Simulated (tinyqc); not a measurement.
Worked calculation: Weaire-Thorpe hybrids on a Bethe lattice: gap and dangling bond of an amorphous tetrahedral solid. Values are carried at full precision from step to step, so a last printed digit may differ when a step is redone from the rounded ones.

Four sp3 hybrids an atom at energy 0, coupled by -V1 on the atom and by -V2 along a bond; the bonds form a tree (no rings). For any network the gap runs at least from -V2 + V1 to V2 - 3 V1, and p-like states pile up at -V2 + V1 and V2 + V1. On the tree the gap is wider: it ends at Ec = -V1 + sqrt(V2^2 + 4 V1^2 - 2 sqrt3 V1 V2), which makes it well wider than the gaps of the real glasses. A branch seen from a hybrid has the self-energy S = V2^2 g, where g is the Green function of the hybrid across the bond, whose three partners carry S themselves. With a = z - V1, b = a - S: g = 1/(a + V1 b/(b + 3 V1)), z = E + i eta. A full atom has G = (1/b)(b + 3 V1)/(b + 4 V1) per hybrid; a dangling hybrid with shift dh has G = 1/(1/g - dh).

Inputs chosen for the exercise (of the size of tabulated hybrid energies for amorphous germanium; not measured data): V1 = 1.96 eV (coupling of two hybrids on one atom); V2 = 4.1 eV (coupling of the two hybrids of a bond); E = 0.78 eV (energy); eta = 0.03 eV (broadening); dh = 0.45 eV (shift of the dangling hybrid (rehybridisation)).

## Edges

Bounds -V2 + V1 and V2 - 3 V1. On the tree the s-like bands are narrower: E = -V1 -/+ sqrt(V2^2 + 4 V1^2 + V1 V2 e) with e from -2 sqrt3 to 2 sqrt3 (for a crystal, -4 to 4), so the conduction edge is -V1 + sqrt(V2^2 + 4 V1^2 - 2 sqrt3 V1 V2).

edges (eV): Ev -2.1400, Ec(bound) -1.7800, Ec(tree) 0.1230

gaps (eV): (bound, reached in the crystal) 0.3600, (tree) 2.2630

The gap needs no periodicity, only V2 > 2 V1 (here V2/V1 = 2.092); leaving out rings widens it by 1.903 eV. Two parameters give the trend, not the value.

## The self-energy at one energy

S = V2^2 g is a quadratic A S^2 + B S + C = 0 with A = a + V1, B = -(a (a + 4 V1) + V2^2), C = V2^2 (a + 3 V1), a = z - V1. Of the two roots take the one with Im S < 0 (if both qualify, the decaying one, with the smaller |V1 V2 g/(b + 3 V1)|).

A, B, C: 0.7800+0.0300i  -8.9503-0.1644i  79.0070+0.5043i

roots (eV): 5.8494+8.1509i  5.6165-8.3811i

S = 5.6165-8.3811i eV

## Densities at that energy

With z = E + i eta, b = z - V1 - S: full atom G = (b + 3 V1)/(b (b + 4 V1)); g = S/V2^2; dangling hybrid 1/(1/g - dh); densities -Im G/pi.

G (1/eV): (bulk) -0.0400-0.0832i, (dangling with dh = 0) 0.3341-0.4986i, (dangling with dh) 0.2228-0.6456i
densities (1/eV): (bulk) 0.0265, (dangling with dh = 0) 0.1587, (dangling with dh) 0.2055

## The dangling-bond level

For eta = 0 the level solves 1/g(E) = dh inside the gap (bisection); its weight on the dangling hybrid is 1/(d(1/g)/dE), by central differences with step 1e-5 eV.

level = 0.1042 eV
above Ev = 2.2442 eV
weight on the dangling hybrid = 0.137

The level lies at 99 % of the gap of the tree; 86 % of it spreads over the back bonds.

## Checks

- Conduction edge from the formula against the zero of the discriminant: both 0.122998.
- S from the quadratic against damped iteration of S = V2^2 g: both 5.616528.

Computed by tinyqc, a small Python program: `OMP_NUM_THREADS=1 python tinyqc.py 1481631 1481632 out.jsonl` (the numbers bound the seed that draws the inputs); one thread of a shared host (Intel(R) Xeon(R) Processor @ 2.30GHz), about 0.02 s for the whole set of steps.
